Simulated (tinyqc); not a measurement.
Frequency dispersion of an accumulation capacitance by border traps, distributed model: one step of the calculation.

Traps spread evenly through the insulator exchange electrons with the semiconductor by tunnelling, with tau(x) = t0 exp(2 ka x) at depth x from the interface. The admittance per area Y seen at depth x obeys dY/dx = -Y^2/(i w eps0 eox) + q Nb ln(1 + i w tau)/tau, with Y(0) = i w Cs and w = 2 pi f; the gate sees Y(tox) = G + i w C. Working variable y = Y/(i w), in uF/cm^2. Cox = eps0 eox/tox.

Task. Capacitance and conductance at the gate. Beyond xe the traps are ignored, so 1/y(tox) = 1/y(xe) + (tox - xe)/(eps0 eox); C = Re y, G/w = -Im y, loss tangent G/(w C).

Inputs (values chosen for the exercise); permittivity close to that of hafnium oxide: relative permittivity of the insulator eox = 18.9; insulator thickness tox = 7.1 nm; depth down to which the steps are taken xe = 1.5 nm.

Constants: eps0 = 8.8541878128e-14 F/cm where lengths are in cm. Results are converted to the units shown.

y at xe = 2.5147520-0.0908180i uF/cm^2

Find: y at the gate; C; G/w; loss tangent.

Result.

y at the gate = 1.3660-0.0268i uF/cm^2
C = 1.3660 uF/cm^2
G/w = 0.026773 uF/cm^2
loss tangent = 0.019599

Numbers from tinyqc (`OMP_NUM_THREADS=1 python tinyqc.py 2202136 2202137 out.jsonl`; about 0.6 s on one thread of a shared Intel Xeon 2.30GHz).
